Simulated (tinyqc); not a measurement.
Hot electrons in a saturated n-channel MOSFET, lucky-electron model: one step of the calculation.

Beyond pinch-off the lateral field grows as Esat cosh(y/l) over the velocity-saturated region (pseudo-two-dimensional model). Impact ionisation in this region gives the substrate current, which biases the body forward through Rsub. Currents are per width. Local-field laws: they overstate ionisation when the field peak is narrower than an energy relaxation length.

Question. Length and field scales. Cox = 3.9 eps0/tox, l = sqrt(3 tox xj), Esat = 2 vs/mu.

Inputs (values chosen for the exercise); values close to those of silicon n-channel devices: channel length L = 0.35 um; oxide thickness tox = 8.3 nm; junction depth xj = 100 nm; effective mobility mu = 300 cm^2/(V s); saturation velocity vs = 9.8e6 cm/s.

Constants: eps0 = 8.8541878128e-14 F/cm where lengths are in cm. Results are converted to the units shown.

Find: Cox; l; Esat; Esat L.

Answer.

Cox = 0.4160 uF/cm^2
l = 49.90 nm
Esat = 0.06533 MV/cm
Esat L = 2.287 V

tinyqc, about 0.01 s, one thread, Intel Xeon 2.30GHz (shared host): `OMP_NUM_THREADS=1 python tinyqc.py 2550029 2550030 out.jsonl`
